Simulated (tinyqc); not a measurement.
Which input was changed? Model: hydrogenic impurity: series, fields, screening, photoionisation and donor-acceptor pairs. Computed by tinyqc, a small Python program. Command: `OMP_NUM_THREADS=1 python tinyqc.py 3028223 3028224 out.jsonl hydrogenic which`. One thread of a shared host (Intel(R) Xeon(R) Processor @ 2.30GHz), about 0.1 s of CPU time with the checks.

One isotropic, parabolic band. Effective units: Ry* and a*, in which H = -nabla^2 - 2/r.

Inputs (values chosen for the exercise, modelled on silicon): electron mass m = 0.326 m_0; dielectric constant eps = 11.9; donor density N = 2.3e+16 cm^-3.

Parts treated: magnetic field and screening.

Constants: Ry = 13.605693123 eV; a_0 = 0.529177210903 angstrom; h x 1 THz = 4.135667696 meV.

Method:
- Ry* = Ry m/eps^2, a* = a_0 eps/m; level n is bound by Ry*/n^2; <r> = (3/2) a* in 1s; lines 1s -> np at Ry* (1 - 1/n^2); 1 THz = 4.135667696 meV.
- Wigner-Seitz radius r_s = (3/(4 pi N))^(1/3); Mott criterion N_c^(1/3) a* = 0.26; overlap of two 1s orbitals at distance d: S = exp(-x)(1 + x + x^2/3), x = d/a*, with d = N^(-1/3).
- Thomas-Fermi screening by N free electrons of one valley, taken as a degenerate gas (the hypothesis that all donors are ionised): q a* = sqrt(4 k_F a*/pi), k_F = (3 pi^2 N)^(1/3).
- Screened potential -(2/r) exp(-q r). Basis exp(-zeta r), zeta_k = 0.02 x 1.6^k, k = 0..23: S = 2/s^3, T = zeta_i zeta_j S, V = -2/(s + q)^2 with s = zeta_i + zeta_j; overlap eigenvalues below 1e-11 are dropped.

Task: One of these inputs alone was changed, within the range given: electron mass m (0.163 to 0.652); dielectric constant eps (5.95 to 23.8); donor density N (1.15e+16 to 4.6e+16). Which one, and to what value?

Results:

| run | overlap S | Mott density (cm^-3) | screened binding energy (meV) |
|---|---|---|---|
| before | 1.610783e-06 | 2.438533e+18 | 10.31414 |
| after | 4.173145e-05 | 1.242255e+18 | 5.54814 |

Result:

Each candidate set to reproduce overlap S, and what it then gives:

| candidate | range searched | value needed | Mott density (cm^-3) | screened binding energy (meV) |
|---|---|---|---|---|
| electron mass m (m_0) | 0.163 to 0.652 | 0.2604 | 1.2423e+18 | 6.9468 |
| dielectric constant eps | 5.95 to 23.8 | 14.90 | 1.2423e+18 | 5.5481 |
| donor density N (cm^-3) | 1.15e+16 to 4.6e+16 | 4.515e16 | 2.4385e+18 | 8.6981 |

Only dielectric constant eps fits every result: it went from 11.9 to 14.9. The next best candidate, electron mass m, misses one result by 25 %.

Caution: well below the Mott density the electrons are bound or non-degenerate, so this screening is formal: it serves to locate the transition, not to give the level.
